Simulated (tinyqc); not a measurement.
Valley-orbit splitting of a donor ground state, with strain: one step, computed by the program tinyqc. Command: `OMP_NUM_THREADS=1 python tinyqc.py 3016426 3016427 out.jsonl valleyorbit walk`. One thread of a shared host (Intel(R) Xeon(R) Processor @ 2.30GHz), about 0.01 s of CPU time with the checks.

The basis is the 1s envelope in each valley; energies are counted from the unstrained conduction-band edge. The strain is e_s (a a^T - 1/3) for the unit stress axis a, so valley j along n_j moves by Xi_u e_s w_j with w_j = (n_j.a)^2 - 1/3: +2/3 for [111], -2/9 for the others.

Question. Levels and ground state under strain. Diagonalise H; the ground vector has positive components. The density at the nucleus, and so the contact hyperfine coupling, scales as (sum_j c_j)^2/(number of valleys), which is 1 without strain; the envelopes are held fixed.

Valleys: four along <111>. Stress axis: [111].

H (meV), lower triangle (symmetric):
```
             [111]   [1-1-1]   [-11-1]   [-1-11]
[111]    -12.90800
[1-1-1]   -0.68000  -9.97733
[-11-1]   -0.68000  -0.68000  -9.97733
[-1-11]   -0.68000  -0.68000  -0.68000  -9.97733
```

Give: levels; valley amplitudes of the ground state; hyperfine ratio A/A_0.

Answer.

levels (meV): -13.54  -10.71  -9.30  -9.30

valley amplitudes of the ground state: [111] 0.8817, [1-1-1] 0.2724, [-11-1] 0.2724, [-1-11] 0.2724

hyperfine ratio A/A_0 = 0.7216
